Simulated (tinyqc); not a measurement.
Thin (001) film in sp3s* tight binding with raised dangling bonds: one step. The two blocks of the small film.

Planes alternate anion (a), cation (c) along [001], a/4 apart, starting with an anion; zero in-plane momentum; levels counted from the bulk Ev, the lower root of [[Epa, Vxx], [Vxx, Epc]]; no spin-orbit coupling. Block of s, pz, s*: from an anion to the cation above, Vss/2 (s,s), Vsapc/2 (s,z), -Vscpa/2 (z,s), Vxx/2 (z,z), Vxapc/2 (s*,z), -Vpaxc/2 (z,s*); to the cation below the same with the s-z and s*-z signs reversed. Block of u = (px + py)/sqrt2 and v = (px - py)/sqrt2: to the cation above (Vxx + Vxy)/2 for u and (Vxx - Vxy)/2 for v, to the cation below the reverse. Each surface atom has two dangling sp3 hybrids; raising both by dl adds (dl/2) [[1, t], [t, 1]] to its s, pz levels (t = -1 at the bottom face, +1 at the top) and dl to the one of u, v in whose plane the missing bonds lie (v for a bottom anion or a top cation, u for a top anion).

Inputs chosen for the exercise (out of a larger set: near a published set for Ge, fitted to gaps, whose masses and valley positions are rough; the L valleys, lowest in Ge, lie off zero in-plane momentum and are not seen; not measured data):
- p = (-5.895, 1.606, -5.895, 1.606, 6.356, 6.356, -6.812, 1.592, 4.93, 5.403, 5.403, 5.269, 5.269) eV (order Esa, Epa, Esc, Epc, Exa, Exc, Vss, Vxx, Vxy, Vsapc, Vscpa, Vxapc, Vpaxc)
- N = 4 (atomic planes in the small film)
- dl = 30 eV (shift of the dangling hybrids)

Question. Fill them in.

Give: s, pz, s* block; u, v block.

Answer.

s, pz, s* block (eV):
```
         sa1      za1    *a1     sc2     zc2     *c2     sa3     za3     *a3     sc4     zc4     *c4
sa1    9.091  -15.000      0  -3.406   2.701       0       0       0       0       0       0       0
za1  -15.000   16.592      0  -2.701   0.796  -2.635       0       0       0       0       0       0
*a1        0        0  6.342       0   2.635       0       0       0       0       0       0       0
sc2   -3.406   -2.701      0  -5.909       0       0  -3.406   2.701       0       0       0       0
zc2    2.701    0.796  2.635       0   1.592       0  -2.701   0.796  -2.635       0       0       0
*c2        0   -2.635      0       0       0   6.342       0   2.635       0       0       0       0
sa3        0        0      0  -3.406  -2.701       0  -5.909       0       0  -3.406   2.701       0
za3        0        0      0   2.701   0.796   2.635       0   1.592       0  -2.701   0.796  -2.635
*a3        0        0      0       0  -2.635       0       0       0   6.342       0   2.635       0
sc4        0        0      0       0       0       0  -3.406  -2.701       0   9.091  15.000       0
zc4        0        0      0       0       0       0   2.701   0.796   2.635  15.000  16.592       0
*c4        0        0      0       0       0       0       0  -2.635       0       0       0   6.342
```

u, v block (eV):
```
       ua1     va1     uc2     vc2     ua3     va3    uc4     vc4
ua1  1.592       0   3.261       0       0       0      0       0
va1      0  31.592       0  -1.669       0       0      0       0
uc2  3.261       0   1.592       0  -1.669       0      0       0
vc2      0  -1.669       0   1.592       0   3.261      0       0
ua3      0       0  -1.669       0   1.592       0  3.261       0
va3      0       0       0   3.261       0   1.592      0  -1.669
uc4      0       0       0       0   3.261       0  1.592       0
vc4      0       0       0       0       0  -1.669      0  31.592
```

tinyqc: `OMP_NUM_THREADS=1 python tinyqc.py 1481829 1481830 out.jsonl`; about 0.4 s, one thread, shared Intel(R) Xeon(R) Processor @ 2.30GHz.
